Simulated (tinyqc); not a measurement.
Six-band Luttinger-Kohn model with strain, step by step. Values are carried at full precision from step to step, so a last printed digit may differ when a step is redone from the rounded ones.

Constants: hbar^2/2m0 = 3.80998211 eV angstrom^2.

Inputs chosen for the exercise (near those of GaSb; not measured data): C11 = 88.5 GPa; C12 = 39.8 GPa; C44 = 43.8 GPa; load = uniaxial [001] (kind of stress); X = 1.47 GPa (stress); Dso = 0.761 eV (spin-orbit splitting); g1 = 13.45 (Luttinger gamma1); g2 = 4.73 (gamma2); g3 = 5.97 (gamma3); av = 0.79 eV (valence hydrostatic potential); b = -1.96 eV (tetragonal shear potential); d = -4.56 eV (trigonal shear potential); k = (0.017, 0.009, 0.035) 1/angstrom (wave vector); kmax = 0.04 1/angstrom (end of the path).

## Strain from a uniaxial [001] stress

s11 = (C11 + C12)/((C11 - C12)(C11 + 2 C12)), s12 = -C12/((C11 - C12)(C11 + 2 C12)), s44 = 1/C44; exx = s11 sxx + s12 (syy + szz) and cyclic, exy = s44 sxy/2; tension is positive. A uniaxial stress X along the unit vector n is s_ij = X n_i n_j.

s11, s12, s44 (1/TPa): 15.6722  -4.8617  22.8311

strain tensor:
```
,x,y,z
x,-0.007147,0.000000,0.000000
y,0.000000,-0.007147,0.000000
z,0.000000,0.000000,0.023038
```

The volume changes by +0.874 %; there is no shear in the cubic axes, so d does not enter.

## The terms P, Q, R, S at one k

P = c g1 k^2 - av tr(e); Q = c g2 (kx^2 + ky^2 - 2 kz^2) - (b/2)(exx + eyy - 2 ezz); R = c sqrt3 [-g2 (kx^2 - ky^2) + 2i g3 kx ky] + (sqrt3/2) b (exx - eyy) - i d exy; S = 2 c sqrt3 g3 (kx - i ky) kz - d (exz - i eyz); c = hbar^2/2m0, e the strain tensor (not engineering shear).

Form the four terms.

Terms (eV):
```
term,from k,from strain
P,0.08173,-0.00691
Q,-0.03748,-0.05916
R,-0.00649+0.01206i,0.00000
S,0.04688-0.02482i,0.00000
```

## The Hamiltonian

Six-band Luttinger-Kohn model in the basis |3/2,3/2>, |3/2,1/2>, |3/2,-1/2>, |3/2,-3/2>, |1/2,1/2>, |1/2,-1/2>, electron energies, zero at the top of the unstrained valence band. H = -[rows: (P+Q, -S, R, 0, -S/r2, r2 R); (-S*, P-Q, 0, R, -r2 Q, r32 S); (R*, 0, P-Q, S, r32 S*, r2 Q); (0, R*, S*, P+Q, -r2 R*, -S*/r2); (-S*/r2, -r2 Q, r32 S, -r2 R, P+Dso, 0); (r2 R*, r32 S*, r2 Q, -S/r2, 0, P+Dso)], r2 = sqrt(2), r32 = sqrt(3/2). Levels are twofold.

Each term is the sum of its two parts.

H(k) (eV):
```
,3/2,3/2,3/2,1/2,3/2,-1/2,3/2,-3/2,1/2,1/2,1/2,-1/2
3/2,3/2,0.0218,0.0469-0.0248i,0.0065-0.0121i,0,0.0332-0.0176i,0.0092-0.0170i
3/2,1/2,0.0469+0.0248i,-0.1715,0,0.0065-0.0121i,-0.1367,-0.0574+0.0304i
3/2,-1/2,0.0065+0.0121i,0,-0.1715,-0.0469+0.0248i,-0.0574-0.0304i,0.1367
3/2,-3/2,0,0.0065+0.0121i,-0.0469-0.0248i,0.0218,-0.0092-0.0170i,0.0332+0.0176i
1/2,1/2,0.0332+0.0176i,-0.1367,-0.0574+0.0304i,-0.0092+0.0170i,-0.8358,0
1/2,-1/2,0.0092+0.0170i,-0.0574-0.0304i,0.1367,0.0332-0.0176i,0,-0.8358
```

## Levels and their make-up

Diagonalise H. The weights add +m and -m and are averaged over each pair; m is taken along z.

levels from the top, each twofold (eV): 0.0364  -0.1502  -0.8718

weights:
```
,top,second,third
|3/2,+-3/2>,0.935,0.062,0.003
|3/2,+-1/2>,0.065,0.889,0.046
|1/2,+-1/2>,0.000,0.050,0.950
```

The top pair is 93 % |3/2,+-3/2>, the second pair is 89 % |3/2,+-1/2> and the third pair is 95 % |1/2,+-1/2>.

## Band edges at k = 0
Diagonalise H at k = 0. The weights add +m and -m (m along z) and are averaged over each pair.

edges from the top (eV): 0.0661  -0.0424  -0.7639

weights at k = 0:
```
,top,second,third
|3/2,+-3/2>,1.000,0.000,0.000
|3/2,+-1/2>,0.000,0.986,0.014
|1/2,+-1/2>,0.000,0.014,0.986
```

The stress splits the top two pairs by 108.5 meV, 4.20 times kT at 300 K (25.85 meV); the third lies 830.0 meV below the top, against Dso = 761 meV without stress.

## The edges in closed form

With R = S = 0: P = -av tr(e), Q = -(b/2)(exx + eyy - 2 ezz), W = sqrt(Dso^2 + 2 Dso Q + 9 Q^2); E(HH) = -P - Q, E(LH) and E(SO) = -P + (Q - Dso +/- W)/2. Without the coupling to the split-off band E(LH) = -P + Q.

P = -0.00691 eV
Q = -0.05916 eV
W = 0.72151 eV

E(HH), E(LH), E(SO) (eV): 0.0661  -0.0424  -0.7639

E(LH) without the coupling = -0.0523 eV

The heavy-hole edge is on top. The coupling raises the light-hole edge by 9.8 meV; to lowest order it is 2 Q^2/Dso = 9.2 meV, with |Q|/Dso = 0.08.

## Polarisation of the edge transitions

In the basis X, Y, Z times spin, H(k = 0) has -Dso/3 + l exx + m (eyy + ezz) on the diagonal (cyclic) and n exy off it, l = av + 2 b, m = av - b, n = sqrt(3) d. Spin-orbit term (Dso/3) L.sigma on X, Y, Z with (L_k)_ij = -i epsilon_kij: <X+|H|Y+> = -i Dso/3, <X+|H|Z-> = Dso/3, <Y+|H|Z-> = -i Dso/3, <Z+|H|X-> = -Dso/3, <Z+|H|Y-> = i Dso/3, <X-|H|Y-> = i Dso/3, and their conjugates; + and - are the spin along z. The strength of a transition to an s-like conduction level for light polarised along the unit vector u is the weight of the orbital ux X + uy Y + uz Z in the valence state, summed over spin and averaged over the pair.

strain block of X, Y, Z (eV):
```
,X,Y,Z
X,0.06607,0,0
Y,0,0.06607,0
Z,0,0,-0.11142
```

Relative strengths:
```
polarisation,top,second,third
[100],0.500,0.224,0.276
[010],0.500,0.224,0.276
[001],0.000,0.553,0.447
[110],0.500,0.224,0.276
[1-10],0.500,0.224,0.276
[111],0.333,0.333,0.333
```

The top pair is strongest for light along [100], [010], [110] and [1-10] (0.500) and weakest along [001] (0.000); without strain every direction has 1/3 on average over the fourfold top. For each polarisation the three pairs add up to 1.

## Hole masses at the edges

Curvature at k = 0: m/m0 = -2 c h^2/(E(h u) + E(-h u) - 2 E(0)) with h = 0.0002 1/angstrom along the unit vector u.

Hole masses (m0):
```
direction,top,second,third
[110],0.055,0.097,0.085
[1-10],0.055,0.097,0.085
[100],0.055,0.097,0.085
[001],0.251,0.051,0.060
```

Of the directions listed, the top pair is lightest along [110], [1-10] and [100] (0.055) and heaviest along [001] (0.251). These masses hold only for hole energies well below the splitting of 108 meV.

## Bands along [110] and [001]

Six points from 0 to kmax in each direction.

Levels (eV):
```
direction,|k| (1/angstrom),top,second,third,"top, no stress","second, no stress"
[110],0.000,0.0661,-0.0424,-0.7639,0.0000,0.0000
[110],0.008,0.0617,-0.0450,-0.7668,-0.0005,-0.0060
[110],0.016,0.0499,-0.0537,-0.7757,-0.0020,-0.0239
[110],0.024,0.0339,-0.0714,-0.7913,-0.0045,-0.0528
[110],0.032,0.0186,-0.1016,-0.8147,-0.0080,-0.0915
[110],0.040,0.0063,-0.1449,-0.8477,-0.0124,-0.1380
[001],0.000,0.0661,-0.0424,-0.7639,0.0000,0.0000
[001],0.008,0.0651,-0.0472,-0.7680,-0.0010,-0.0056
[001],0.016,0.0622,-0.0613,-0.7805,-0.0039,-0.0221
[001],0.024,0.0573,-0.0843,-0.8019,-0.0088,-0.0491
[001],0.032,0.0505,-0.1149,-0.8333,-0.0156,-0.0856
[001],0.040,0.0417,-0.1520,-0.8760,-0.0243,-0.1303
```

## Checks

- Levels against the same model in the basis X, Y, Z times spin: they agree to 1e-10 or better.
- Closed-form edges against the diagonalisation: they agree to 1e-10 or better.

Run: tinyqc, `OMP_NUM_THREADS=1 python tinyqc.py 1081248 1081249 out.jsonl`; Intel(R) Xeon(R) Processor @ 2.30GHz, one thread, shared host; about 0.1 s of CPU time with all checks.
